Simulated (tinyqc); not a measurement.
Sheet resistance and Hall data of a diffused or implanted layer: one step, computed by the program tinyqc.

Carriers are taken equal to the net active doping down to the junction (full ionisation, which deep dopants in wide-gap hosts do not reach; no spill-over, no depletion), and the Hall factor is 1.

Problem. What the probes read. Collinear four-point probe on a large thin layer: V = I R_s ln(2)/pi. Van der Pauw on a symmetric sample: R = R_s ln(2)/pi as well. Hall voltage V_H = I B/(e x Hall sheet density); tangent of the Hall angle V_H/(I R_s).

Inputs (values chosen for the exercise, modelled on donors in germanium): probe current I = 0.1 mA; magnetic field B = 0.5 T.

Profile: buried Gaussian (implant). Activation: complete.

sheet resistance R_s = 63.60134 ohm

Hall sheet density = 1.376966e+14 1/cm^2

Constants: e = 1.602176634e-19 C.

Give: four-point voltage; Hall voltage; tangent of the Hall angle.

Solution.

four-point voltage = 1.403 mV

Hall voltage = 0.2266 mV

tangent of the Hall angle = 0.03563
